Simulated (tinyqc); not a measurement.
Inside a calculation. Method: Pariser-Parr-Pople SCF with singles CI, for the molecule C=CC=CC=CC=C (SMILES; centres numbered as the heavy atoms are written). One step of it, computed by the program tinyqc.

Question. PPP integrals. Mataga-Nishimoto: gamma = 14.399645/(R + a), a = 2 x 14.399645/(gamma_rr + gamma_ss); H_rr = -W_r - sum_(s != r) z_s gamma_rs; H_rs = beta for bonds.

Centres (angstrom, eV; a flat drawing with bonds scaled to 1.40 angstrom):

| centre | x | y | core charge z | W | gamma_rr |
|---|---|---|---|---|---|
| 1C | -4.252000 | -0.231000 | 1 | 11.160000 | 11.130000 |
| 2C | -3.020000 | 0.434000 | 1 | 11.160000 | 11.130000 |
| 3C | -1.828000 | -0.299000 | 1 | 11.160000 | 11.130000 |
| 4C | -0.596000 | 0.367000 | 1 | 11.160000 | 11.130000 |
| 5C | 0.596000 | -0.367000 | 1 | 11.160000 | 11.130000 |
| 6C | 1.828000 | 0.299000 | 1 | 11.160000 | 11.130000 |
| 7C | 3.020000 | -0.434000 | 1 | 11.160000 | 11.130000 |
| 8C | 4.252000 | 0.231000 | 1 | 11.160000 | 11.130000 |

Resonance integrals (eV):

| i | j | beta |
|---|---|---|
| 1 | 2 | -2.390000 |
| 2 | 3 | -2.390000 |
| 3 | 4 | -2.390000 |
| 4 | 5 | -2.390000 |
| 5 | 6 | -2.390000 |
| 6 | 7 | -2.390000 |
| 7 | 8 | -2.390000 |

Give: repulsion gamma_rs; core matrix H.

Answer.

repulsion gamma_rs (eV), lower triangle:
```
        1C      2C      3C      4C      5C      6C      7C      8C
1C  11.130
2C   5.346  11.130
3C   3.872   5.347  11.130
4C   2.881   3.872   5.345  11.130
5C   2.344   2.881   3.872   5.346  11.130
6C   1.947   2.344   2.881   3.872   5.345  11.130
7C   1.681   1.947   2.344   2.881   3.872   5.347  11.130
8C   1.468   1.681   1.947   2.344   2.881   3.872   5.346  11.130
```

core matrix H (eV), lower triangle:
```
         1C       2C       3C       4C       5C       6C       7C       8C
1C  -30.697
2C   -2.390  -34.577
3C    0.000   -2.390  -36.767
4C    0.000    0.000   -2.390  -37.701
5C    0.000    0.000    0.000   -2.390  -37.701
6C    0.000    0.000    0.000    0.000   -2.390  -36.767
7C    0.000    0.000    0.000    0.000    0.000   -2.390  -34.577
8C    0.000    0.000    0.000    0.000    0.000    0.000   -2.390  -30.697
```
